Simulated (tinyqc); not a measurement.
# Slope factor and drain-induced lowering from three currents

Question. With source and body at 0 V, I = A exp((Vg + dd Vd)/(nf Vt)) (1 - exp(-Vd/Vt)). Find nf, the swing nf Vt ln 10 and dd.

Parameters, values chosen for the exercise:
- T = 358 K (temperature)

Constants: q = 1.602176634e-19 C, kB = 1.380649e-23 J/K, Vt = kB T/q. Results are converted to the units shown.

currents at (Vg, Vd) = (0, 0.05), (0, 0.9) and (0.1, 0.9) V (nA/um): [0.0077682712, 0.17783810, 1.7434303]

Answer. The pair at equal Vd gives nf; the pair at equal Vg, after dividing out the factors 1 - exp(-Vd/Vt), gives dd.

nf = 1.420
swing = 100.9 mV/decade
dd = 0.1500

Program tinyqc, `OMP_NUM_THREADS=1 python tinyqc.py 2242187 2242188 out.jsonl`; Intel Xeon 2.30GHz, shared host, one thread, about 0.03 s.
